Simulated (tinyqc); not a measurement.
What moves the results: Lorentz oscillators and the Kramers-Kronig relations. A value that a table varies takes the place of the one given here.

eps(E) = 1 + sum_j S_j/(E0_j^2 - E^2 - i G_j E).

Kramers-Kronig: eps1(E) = 1 + (2/pi) P integral_0^infinity E1 eps2(E1)/(E1^2 - E^2) dE1. Maclaurin rule on the grid E_j = j h, j = 1 .. M: eps1(E_i) = 1 + (4 h/pi) sum over j with j - i odd of E_j eps2(E_j)/(E_j^2 - E_i^2); nothing is added above E_M.

n + i k = sqrt(eps1 + i eps2) with k >= 0; R = ((n - 1)^2 + k^2)/((n + 1)^2 + k^2) at normal incidence from vacuum; alpha = 2 E k/(hbar c), times 1e8 for 1/cm; loss function Im(-1/eps) = eps2/(eps1^2 + eps2^2).

Constants: hbar c = 1973.269805 eV angstrom.

Values chosen for the exercise:
- E0 = (3.18) eV (resonances)
- G = (0.97) eV (widths)
- S = (47.9) eV^2 (strengths)
- h = 0.5 eV (grid step)
- M = 40 (grid points E_j = j h)
- E_t = 1.2 eV (energy below the first line)
- E = 1.81 eV (photon energy)

## Numerical transform against the formula

Every third grid point is listed; the error is the transform minus the formula.

Dielectric function:

| E (eV) | eps2 | eps1 formula | eps1 transform | error |
|---|---|---|---|---|
| 1.00 | 0.553 | 6.198 | 5.816 | -0.382 |
| 2.50 | 5.585 | 9.895 | 10.868 | 0.973 |
| 4.00 | 3.738 | -4.672 | -4.604 | 0.068 |
| 5.50 | 0.589 | -1.223 | -1.299 | -0.076 |
| 7.00 | 0.209 | -0.195 | -0.145 | 0.051 |
| 8.50 | 0.101 | 0.242 | 0.209 | -0.033 |
| 10.00 | 0.057 | 0.473 | 0.496 | 0.023 |
| 11.50 | 0.036 | 0.611 | 0.593 | -0.019 |
| 13.00 | 0.024 | 0.700 | 0.713 | 0.013 |
| 14.50 | 0.017 | 0.762 | 0.749 | -0.012 |
| 16.00 | 0.012 | 0.806 | 0.813 | 0.007 |
| 17.50 | 0.009 | 0.839 | 0.829 | -0.010 |
| 19.00 | 0.007 | 0.864 | 0.867 | 0.003 |

What can be read from the table?

The largest error listed is +0.973 at 2.50 eV. The rule samples every 2h = 1 eV and the narrowest line is 0.97 eV wide, so it is not resolved. The grid ends at 20 eV, where eps2 is still 0.006; the error at the last point listed, nearest the missing tail, is +0.003.

## How far the spectrum must be known

The integrals are done by adaptive quadrature and cut at E_cut. f-sum share: (2/pi) integral of E eps2 over sum S. Static share: (2/pi) integral of eps2/E over eps(0) - 1.

Cut integrals:

| E_cut (eV) | eps1(E_t) | f-sum share | static share |
|---|---|---|---|
| 2.5 | 2.418 | 0.083 | 0.274 |
| 3.5 | 5.371 | 0.561 | 0.797 |
| 4.8 | 6.253 | 0.815 | 0.965 |
| 6.4 | 6.373 | 0.884 | 0.989 |
| 9.5 | 6.412 | 0.930 | 0.997 |
| 15.9 | 6.423 | 0.960 | 0.999 |

eps1(E_t) from the formula = 6.426

How do the results move?

Cut at 3.5 eV, just above the last line, eps1(E_t) lacks 1.055; cut at 15.9 eV it lacks 0.003. At 4.8 eV the static sum has reached 0.965 and the f-sum only 0.815: the f-sum weights eps2 by E and the static sum by 1/E, so the f-sum needs the far tail.

## Optical constants across the spectrum

Spectrum:

| E (eV) | eps1 | eps2 | n | k | R | loss |
|---|---|---|---|---|---|---|
| 0.48 | 5.836 | 0.228 | 2.416 | 0.047 | 0.172 | 0.007 |
| 1.13 | 6.339 | 0.662 | 2.521 | 0.131 | 0.188 | 0.016 |
| 1.78 | 7.496 | 1.615 | 2.754 | 0.293 | 0.223 | 0.027 |
| 2.43 | 9.665 | 4.854 | 3.200 | 0.758 | 0.297 | 0.041 |
| 3.08 | 4.218 | 15.359 | 3.174 | 2.420 | 0.455 | 0.061 |
| 3.73 | -5.611 | 6.294 | 1.188 | 2.650 | 0.598 | 0.089 |
| 4.38 | -3.330 | 2.028 | 0.533 | 1.901 | 0.642 | 0.133 |
| 5.03 | -1.859 | 0.918 | 0.327 | 1.402 | 0.649 | 0.214 |
| 5.68 | -1.037 | 0.507 | 0.242 | 1.046 | 0.633 | 0.381 |
| 6.33 | -0.535 | 0.315 | 0.207 | 0.760 | 0.593 | 0.818 |
| 6.98 | -0.204 | 0.211 | 0.212 | 0.498 | 0.507 | 2.454 |
| 7.63 | 0.027 | 0.150 | 0.299 | 0.250 | 0.316 | 6.467 |

What does this show?

Among the energies listed the largest values are at (eV): eps2 3.08; n 2.43; k 3.73; R 5.03; loss 7.63 (last row, still rising). eps1 crosses zero at 3.21 and 7.54 eV; the last crossing is upward and marks the plasmon, against sqrt(sum S) = 6.92 eV for free electrons.

## What each oscillator parameter does

At the energy E. Each row changes one parameter from the base and keeps the others.

Results:

| case | eps1 | eps2 | n | k | R |
|---|---|---|---|---|---|
| base | 7.573 | 1.688 | 2.769 | 0.305 | 0.225 |
| E0 = (3.339) eV | 6.796 | 1.293 | 2.619 | 0.247 | 0.204 |
| G = (1.455) eV | 7.101 | 2.350 | 2.700 | 0.435 | 0.222 |
| S = (57.48) eV^2 | 8.888 | 2.026 | 3.000 | 0.338 | 0.255 |
| E = 1.901 eV | 7.822 | 1.936 | 2.818 | 0.343 | 0.233 |

What does this show?

The largest shifts from the base row, up to three for each result and ties (the steps differ in size, so this ranks the rows, not the parameters). eps1: S +1.315, E0 -0.777, G -0.472. eps2: G +0.662, E0 -0.396, S +0.338. n: S +0.232, E0 -0.150, G -0.069. k: G +0.130, E0 -0.058, E +0.039. R: S +0.030, E0 -0.022, E +0.008.

Program tinyqc; command `OMP_NUM_THREADS=1 python tinyqc.py 1650068 1650069 out.jsonl`; about 0.1 s on one thread of a shared Intel(R) Xeon(R) Processor @ 2.30GHz.
